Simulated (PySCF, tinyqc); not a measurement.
Worked calculation: RHF in the 3-21g basis, for H3-, spin multiplicity 1. The basis has no diffuse functions, so it cannot describe the extra electron: this is an exercise in the method, not the real anion. The lowest restricted solution is unstable here: a spin-polarised one lies 0.0880 hartree lower (PySCF). One step of it, computed by the program tinyqc.

Problem. Iteration 1: building the Fock matrix. J_ij = sum D_kl (ij|kl), K_ij = sum D_kl (ik|jl); F = H + J - 0.5 K; E = tr D H + tr D J / 2 - 0.25 tr D K + E_nn.

D at the start:
```
,1H 1s,1H 2s,2H 1s,2H 2s,3H 1s,3H 2s
1H 1s,0.274434,0.380528,-0.015315,0.000679,-0.015314,0.000677
1H 2s,0.380528,0.531368,0.000679,0.033404,0.000680,0.033399
2H 1s,-0.015315,0.000679,0.274434,0.380528,-0.015314,0.000677
2H 2s,0.000679,0.033404,0.380528,0.531368,0.000680,0.033399
3H 1s,-0.015314,0.000680,-0.015314,0.000680,0.274434,0.380525
3H 2s,0.000677,0.033399,0.000677,0.033399,0.380525,0.531359
```

core Hamiltonian H = T + V (hartree):
```
,1H 1s,1H 2s,2H 1s,2H 2s,3H 1s,3H 2s
1H 1s,-0.961448,-0.999573,-0.183464,-0.458178,-0.183708,-0.458417
1H 2s,-0.999573,-1.174289,-0.458178,-0.778768,-0.458441,-0.779023
2H 1s,-0.183464,-0.458178,-0.961448,-0.999573,-0.183708,-0.458417
2H 2s,-0.458178,-0.778768,-0.999573,-1.174289,-0.458441,-0.779023
3H 1s,-0.183708,-0.458441,-0.183708,-0.458441,-0.961569,-0.999651
3H 2s,-0.458417,-0.779023,-0.458417,-0.779023,-0.999651,-1.174386
```

Two-electron integrals (ij|kl) in chemists' order, unique and non-zero (hartree):
```
i,j,k,l,(ij|kl)
1,1,1,1,1.140145
2,1,1,1,0.611403
2,1,2,1,0.345152
2,2,1,1,0.626370
2,2,2,1,0.380329
2,2,2,2,0.482957
3,1,1,1,0.043149
3,1,2,1,0.025984
3,1,2,2,0.031799
3,1,3,1,0.003646
3,2,1,1,0.115436
3,2,2,1,0.073235
3,2,2,2,0.102705
3,2,3,1,0.011519
3,2,3,2,0.049201
3,3,1,1,0.394600
3,3,2,1,0.254119
3,3,2,2,0.376280
3,3,3,1,0.043149
3,3,3,2,0.221029
3,3,3,3,1.140145
4,1,1,1,0.221029
4,1,2,1,0.126135
4,1,2,2,0.141553
4,1,3,1,0.011519
4,1,3,2,0.033011
4,1,3,3,0.115436
4,1,4,1,0.049201
4,2,1,1,0.298314
4,2,2,1,0.184223
4,2,2,2,0.244317
4,2,3,1,0.020518
4,2,3,2,0.075347
4,2,3,3,0.298314
4,2,4,1,0.075347
4,2,4,2,0.149196
4,3,1,1,0.254119
4,3,2,1,0.163100
4,3,2,2,0.239258
4,3,3,1,0.025984
4,3,3,2,0.126135
4,3,3,3,0.611403
4,3,4,1,0.073235
4,3,4,2,0.184223
4,3,4,3,0.345152
4,4,1,1,0.376280
4,4,2,1,0.239258
4,4,2,2,0.345412
4,4,3,1,0.031799
4,4,3,2,0.141553
4,4,3,3,0.626370
4,4,4,1,0.102705
4,4,4,2,0.244317
4,4,4,3,0.380329
4,4,4,4,0.482957
5,1,1,1,0.043229
5,1,2,1,0.026031
5,1,2,2,0.031854
5,1,3,1,0.002528
5,1,3,2,0.007710
5,1,3,3,0.027146
5,1,4,1,0.010449
5,1,4,2,0.017688
5,1,4,3,0.017371
5,1,4,4,0.024842
5,1,5,1,0.003658
5,2,1,1,0.115536
5,2,2,1,0.073297
5,2,2,2,0.102784
5,2,3,1,0.007704
5,2,3,2,0.027761
5,2,3,3,0.103893
5,2,4,1,0.029834
5,2,4,2,0.061316
5,2,4,3,0.066424
5,2,4,4,0.095784
5,2,5,1,0.011546
5,2,5,2,0.049260
5,3,1,1,0.027146
5,3,2,1,0.017371
5,3,2,2,0.024842
5,3,3,1,0.002528
5,3,3,2,0.010449
5,3,3,3,0.043229
5,3,4,1,0.007710
5,3,4,2,0.017688
5,3,4,3,0.026031
5,3,4,4,0.031854
5,3,5,1,0.002532
5,3,5,2,0.010454
5,3,5,3,0.003658
5,4,1,1,0.103893
5,4,2,1,0.066424
5,4,2,2,0.095784
5,4,3,1,0.007704
5,4,3,2,0.029834
5,4,3,3,0.115536
5,4,4,1,0.027761
5,4,4,2,0.061316
5,4,4,3,0.073297
5,4,4,4,0.102784
5,4,5,1,0.010454
5,4,5,2,0.047688
5,4,5,3,0.011546
5,4,5,4,0.049260
5,5,1,1,0.394720
5,5,2,1,0.254194
5,5,2,2,0.376368
5,5,3,1,0.027109
5,5,3,2,0.103843
5,5,3,3,0.394720
5,5,4,1,0.103843
5,5,4,2,0.231835
5,5,4,3,0.254194
5,5,4,4,0.376368
5,5,5,1,0.043229
5,5,5,2,0.221167
5,5,5,3,0.043229
5,5,5,4,0.221167
5,5,5,5,1.140145
6,1,1,1,0.221167
6,1,2,1,0.126212
6,1,2,2,0.141639
6,1,3,1,0.010437
6,1,3,2,0.029826
6,1,3,3,0.103871
6,1,4,1,0.047660
6,1,4,2,0.071928
6,1,4,3,0.066410
6,1,4,4,0.095769
6,1,5,1,0.011546
6,1,5,2,0.033056
6,1,5,3,0.007714
6,1,5,4,0.029849
6,1,5,5,0.115536
6,1,6,1,0.049260
6,2,1,1,0.298448
6,2,2,1,0.184304
6,2,2,2,0.244418
6,2,3,1,0.017665
6,2,3,2,0.061294
6,2,3,3,0.231872
6,2,4,1,0.071917
6,2,4,2,0.135850
6,2,4,3,0.146424
6,2,4,4,0.206803
6,2,5,1,0.020559
6,2,5,2,0.075421
6,2,5,3,0.017693
6,2,5,4,0.071956
6,2,5,5,0.298448
6,2,6,1,0.075421
6,2,6,2,0.149304
6,3,1,1,0.103871
6,3,2,1,0.066410
6,3,2,2,0.095769
6,3,3,1,0.010437
6,3,3,2,0.047660
6,3,3,3,0.221167
6,3,4,1,0.029826
6,3,4,2,0.071928
6,3,4,3,0.126212
6,3,4,4,0.141639
6,3,5,1,0.007714
6,3,5,2,0.029849
6,3,5,3,0.011546
6,3,5,4,0.033056
6,3,5,5,0.115536
6,3,6,1,0.027771
6,3,6,2,0.061328
6,3,6,3,0.049260
6,4,1,1,0.231872
6,4,2,1,0.146424
6,4,2,2,0.206803
6,4,3,1,0.017665
6,4,3,2,0.071917
6,4,3,3,0.298448
6,4,4,1,0.061294
6,4,4,2,0.135850
6,4,4,3,0.184304
6,4,4,4,0.244418
6,4,5,1,0.017693
6,4,5,2,0.071956
6,4,5,3,0.020559
6,4,5,4,0.075421
6,4,5,5,0.298448
6,4,6,1,0.061328
6,4,6,2,0.135891
6,4,6,3,0.075421
6,4,6,4,0.149304
6,5,1,1,0.254194
6,5,2,1,0.163147
6,5,2,2,0.239311
6,5,3,1,0.017347
6,5,3,2,0.066391
6,5,3,3,0.254194
6,5,4,1,0.066391
6,5,4,2,0.146398
6,5,4,3,0.163147
6,5,4,4,0.239311
6,5,5,1,0.026031
6,5,5,2,0.126212
6,5,5,3,0.026031
6,5,5,4,0.126212
6,5,5,5,0.611403
6,5,6,1,0.073297
6,5,6,2,0.184304
6,5,6,3,0.073297
6,5,6,4,0.184304
6,5,6,5,0.345152
6,6,1,1,0.376368
6,6,2,1,0.239311
6,6,2,2,0.345472
6,6,3,1,0.024806
6,6,3,2,0.095734
6,6,3,3,0.376368
6,6,4,1,0.095734
6,6,4,2,0.206758
6,6,4,3,0.239311
6,6,4,4,0.345472
6,6,5,1,0.031854
6,6,5,2,0.141639
6,6,5,3,0.031854
6,6,5,4,0.141639
6,6,5,5,0.626370
6,6,6,1,0.102784
6,6,6,2,0.244418
6,6,6,3,0.102784
6,6,6,4,0.244418
6,6,6,5,0.380329
6,6,6,6,0.482957
```

nuclear repulsion = 1.18496713 hartree

Give: Coulomb J; exchange K; Fock matrix F; total energy of this density.

Solution.

Coulomb J (hartree):
```
,1H 1s,1H 2s,2H 1s,2H 2s,3H 1s,3H 2s
1H 1s,2.1675,1.3076,0.1344,0.5171,0.1346,0.5174
1H 2s,1.3076,1.7005,0.5171,1.0157,0.5174,1.0160
2H 1s,0.1344,0.5171,2.1675,1.3076,0.1346,0.5174
2H 2s,0.5171,1.0157,1.3076,1.7005,0.5174,1.0160
3H 1s,0.1346,0.5174,0.1346,0.5174,2.1677,1.3077
3H 2s,0.5174,1.0160,0.5174,1.0160,1.3077,1.7006
```

exchange K (hartree):
```
,1H 1s,1H 2s,2H 1s,2H 2s,3H 1s,3H 2s
1H 1s,1.0515,0.8896,0.2370,0.4929,0.2372,0.4931
1H 2s,0.8896,0.9785,0.4929,0.7513,0.4931,0.7515
2H 1s,0.2370,0.4929,1.0515,0.8896,0.2372,0.4931
2H 2s,0.4929,0.7513,0.8896,0.9785,0.4931,0.7515
3H 1s,0.2372,0.4931,0.2372,0.4931,1.0516,0.8897
3H 2s,0.4931,0.7515,0.4931,0.7515,0.8897,0.9786
```

Fock matrix F (hartree):
```
,1H 1s,1H 2s,2H 1s,2H 2s,3H 1s,3H 2s
1H 1s,0.6803,-0.1367,-0.1676,-0.1875,-0.1677,-0.1876
1H 2s,-0.1367,0.0370,-0.1875,-0.1387,-0.1876,-0.1387
2H 1s,-0.1676,-0.1875,0.6803,-0.1367,-0.1677,-0.1876
2H 2s,-0.1875,-0.1387,-0.1367,0.0370,-0.1876,-0.1387
3H 1s,-0.1677,-0.1876,-0.1677,-0.1876,0.6803,-0.1367
3H 2s,-0.1876,-0.1387,-0.1876,-0.1387,-0.1367,0.0369
```

total energy of this density = -1.212960 hartree

This density is the starting one; it is not idempotent, so its energy is not variational and may lie below the converged one.
